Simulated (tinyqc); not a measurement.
First phase against the interface composition: thermodynamics of metal silicides: hull, first phase, silicon consumed, nucleation and stability against SiO2. Computed by tinyqc, a small Python program. Command: `OMP_NUM_THREADS=1 python tinyqc.py 3016262 3016263 out.jsonl silphase walk`. One thread of a shared host (Intel(R) Xeon(R) Processor @ 2.30GHz), about 0.01 s of CPU time with the checks.

Entropies of formation of the solids are neglected, so heats stand for free energies. Si fractions: M5Si3 0.3750, MSi 0.5000, MSi2 0.6667.

Inputs (values chosen for the exercise, for a model metal): heat of formation of M5Si3 = -17.4 kJ/mol atoms; heat of formation of MSi = -16.8 kJ/mol atoms; heat of formation of MSi2 = -28.6 kJ/mol atoms.

Phases: M5Si3, MSi, MSi2.

Method. Effective heat of formation: at the interface the mixture has the Si fraction x_e; the limiting element scales the heat, H_eff = H x_e/x if x_e < x, H (1 - x_e)/(1 - x) otherwise. The rule names the most negative as the first phase; its restriction to congruently melting phases is left out here.

H_eff (kJ/mol atoms):

| x_e | M5Si3 | MSi | MSi2 | first phase |
|---|---|---|---|---|
| 0.10 | -4.6400 | -3.360 | -4.290 | M5Si3 |
| 0.20 | -9.2800 | -6.720 | -8.580 | M5Si3 |
| 0.30 | -13.9200 | -10.080 | -12.870 | M5Si3 |
| 0.36 | -16.7040 | -12.096 | -15.444 | M5Si3 |
| 0.42 | -16.1472 | -14.112 | -18.018 | MSi2 |
| 0.48 | -14.4768 | -16.128 | -20.592 | MSi2 |
| 0.54 | -12.8064 | -15.456 | -23.166 | MSi2 |
| 0.60 | -11.1360 | -13.440 | -25.740 | MSi2 |
| 0.66 | -9.4656 | -11.424 | -28.314 | MSi2 |
| 0.75 | -6.9600 | -8.400 | -21.450 | MSi2 |

Each phase is a triangle with its apex at its own composition. In order of x_e the first phase is M5Si3, then MSi2. On either side of all three the ranking is that of H/x (Si-poor) or H/(1 - x) (Si-rich).
